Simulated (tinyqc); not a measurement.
Bandgap voltage reference from two bipolar transistors: one step of the calculation.

Two transistors of area 1 and N carry the same current I. Is(T) = Is (T/T0)^eta exp[(Vg0 q/kB)(1/T0 - 1/T)], VBE1 = Vt ln(I/Is(T)) + I rb, VBE2 = Vt ln(I/(N Is(T))) + I rb/N. The amplifier forces I R1(T) = VBE1 - VBE2 + Vos, with R(T) = R (1 + tc (T - T0)) for both resistors, and the output is Vref = VBE1 + I R2(T). Base currents and the Early effect are neglected.

Task. Operating point at the reference temperature. Vt = kB T/q; I = (Vt ln N + Vos)/(R1(T) - rb (1 - 1/N)). Evaluate at T = T0.

Inputs (values chosen for the exercise); values of the order met in silicon bipolar transistors: reference temperature T0 = 300 K; band-gap voltage extrapolated to 0 K Vg0 = 1.173 V; temperature exponent of the saturation current eta = 3.3; saturation current of the unit transistor at T0 Is = 3.8e-18 A; area ratio of the second transistor N = 4; resistor across which the difference of VBE falls, at T0 R1 = 9.1 kohm; temperature coefficient of both resistors tc = 0 ppm/K; offset of the amplifier Vos = -0.7 mV; series resistance of the unit transistor rb = 60 ohm; output resistor at T0 R2 = 138.4 kohm.

Constants: q = 1.602176634e-19 C, kB = 1.380649e-23 J/K. Results are converted to the units shown.

Give: Vt; I; Is(T); VBE1; I R2; Vref.

Result.

Vt = 0.025852 V
I = 3.8806 uA
Is(T) = 3.8000e-18 A
VBE1 = 0.71509 V
I R2 = 0.53707 V
Vref = 1.2522 V

tinyqc, about 0.02 s, one thread, Intel Xeon 2.30GHz (shared host): `OMP_NUM_THREADS=1 python tinyqc.py 2062068 2062069 out.jsonl`
